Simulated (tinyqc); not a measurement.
Worked calculation: empirical pseudopotential in a few plane waves. Computed by tinyqc, a small Python program that keeps every step. Settings: plane-wave index or count = 15. Command: `OMP_NUM_THREADS=1 python tinyqc.py 31890 31891 out.jsonl` (the two numbers bound the seeds that draw the settings). One thread of a shared host (Intel(R) Xeon(R) Processor @ 2.60GHz), about 0.2 s of CPU time with the checks.

## Bloch Hamiltonian at k

Parameters chosen for this model: fcc lattice, atoms at +/- a/8 (1,1,1); form factors in rydberg at |G|^2 in units of (2 pi/a)^2:
```
parameter,value,unit
a,5.300000,angstrom
VS(3),-0.207000,Ry
VS(8),0.015000,Ry
VS(11),0.046000,Ry
VA(3),0.092000,Ry
VA(4),0.041000,Ry
VA(11),0.025000,Ry
hbar^2/2m (2 pi/a)^2,5.354648,eV
```

k point k (2 pi / a): 0.040000  0.230000  0.500000

Basis: the 15 shortest G (labels in 2 pi/a), the same at every k. H(G,G') = c |k + G|^2 delta + VS(|G-G'|^2) cos((G-G').tau) + i VA sin((G-G').tau), tau = a/8 (1,1,1); 1 Ry = 13.605693 eV.

H(k) at k (eV), lower triangle (Hermitian):
```
,+0+0+0,-1-1-1,-1-1+1,-1+1-1,-1+1+1,+1-1-1,+1-1+1,+1+1-1,+1+1+1,-2+0+0,+0-2+0,+0+0-2,+0+0+2,+0+2+0,+2+0+0
+0+0+0,1.630490
-1-1-1,1.991480-0.885102i,9.448276
-1-1+1,-1.991480-0.885102i,0.000000+0.557833i,20.157572
-1+1-1,-1.991480-0.885102i,0.000000+0.557833i,0.204085,14.374552
-1+1+1,-1.991480+0.885102i,-0.204085,0.000000+0.557833i,0.000000+0.557833i,25.083848
+1-1-1,-1.991480-0.885102i,0.000000+0.557833i,0.204085,0.204085,0.000000,10.305020
+1-1+1,-1.991480+0.885102i,-0.204085,0.000000+0.557833i,0.000000,0.204085,0.000000+0.557833i,21.014316
+1+1-1,-1.991480+0.885102i,-0.204085,0.000000,0.000000+0.557833i,0.204085,0.000000+0.557833i,0.204085,15.231296
+1+1+1,1.991480+0.885102i,0.000000,-0.204085,-0.204085,0.000000+0.557833i,-0.204085,0.000000+0.557833i,0.000000+0.557833i,25.940592
-2+0+0,0.000000-0.557833i,-1.991480+0.885102i,-1.991480-0.885102i,-1.991480-0.885102i,1.991480-0.885102i,0.442551-0.240517i,-0.442551-0.240517i,-0.442551-0.240517i,-0.442551+0.240517i,22.192338
+0-2+0,0.000000-0.557833i,-1.991480+0.885102i,-1.991480-0.885102i,0.442551-0.240517i,-0.442551-0.240517i,-1.991480-0.885102i,1.991480-0.885102i,-0.442551-0.240517i,-0.442551+0.240517i,0.204085,18.122806
+0+0-2,0.000000-0.557833i,-1.991480+0.885102i,0.442551-0.240517i,-1.991480-0.885102i,-0.442551-0.240517i,-1.991480-0.885102i,-0.442551-0.240517i,1.991480-0.885102i,-0.442551+0.240517i,0.204085,0.204085,12.339786
+0+0+2,0.000000+0.557833i,-0.442551-0.240517i,1.991480+0.885102i,-0.442551+0.240517i,-1.991480+0.885102i,-0.442551+0.240517i,-1.991480+0.885102i,0.442551+0.240517i,-1.991480-0.885102i,-0.204085,-0.204085,0.000000,33.758378
+0+2+0,0.000000+0.557833i,-0.442551-0.240517i,-0.442551+0.240517i,1.991480+0.885102i,-1.991480+0.885102i,-0.442551+0.240517i,0.442551+0.240517i,-1.991480+0.885102i,-1.991480-0.885102i,-0.204085,0.000000,-0.204085,0.204085,27.975358
+2+0+0,0.000000+0.557833i,-0.442551-0.240517i,-0.442551+0.240517i,-0.442551+0.240517i,0.442551+0.240517i,1.991480+0.885102i,-1.991480+0.885102i,-1.991480+0.885102i,-1.991480-0.885102i,0.000000,-0.204085,-0.204085,0.204085,0.204085,23.905826
```

## Levels at k

Diagonalise the Hermitian matrix.

eigenvalues (eV): -1.411313  7.391115  9.692196  11.005869  14.889712  16.161218  17.087775  19.299642  20.812962  23.015511  24.390365  25.388617  27.875181  30.253724  35.627881

## Bands along a path

The same steps at evenly spaced points between the labelled ones.

Bands along the path (eV), lowest eight:
```
k,band 1,band 2,band 3,band 4,band 5,band 6,band 7,band 8
L,-0.394535,4.735489,11.539490,11.539490,12.939633,16.627690,16.627690,19.638441
L-G 0.33,-1.341257,6.357547,11.657646,11.657646,13.176968,16.842831,16.842831,20.034585
L-G 0.67,-2.279752,9.417224,12.193501,12.193501,13.983902,16.862316,16.862316,17.326654
G,-2.626109,12.630886,12.630886,12.630886,13.115256,16.179174,16.179174,16.179174
G-X 0.33,-2.162875,9.526272,11.373088,11.373088,14.354865,16.060102,18.218748,18.218748
G-X 0.67,-0.884273,6.609235,10.060944,10.060944,12.906330,14.007144,21.414569,21.721987
X,0.454284,4.809155,9.703116,9.703116,12.550387,12.927213,25.662195,25.662195
```

With 4 band(s) filled, the highest filled level on these points lies at G and the lowest empty one at X: the bands touch or overlap, so there is no gap. This holds for the small fixed basis; with all plane waves up to |k + G|^2 = 21 (2 pi/a)^2 the gap along the path is 0.16 eV.

## Convergence with the number of plane waves

Levels at G counted from the fourth one.

Levels (eV):
```
plane waves,level 1,level 5,level 8
9,-17.468491,1.115667,1.386337
15,-15.256994,0.484370,3.548288
27,-14.616937,0.535274,3.746450
51,-14.503964,0.500761,3.888869
59,-14.477244,0.518178,3.789924
65,-14.475146,0.517921,3.775451
89,-14.467689,0.515332,3.781534
```
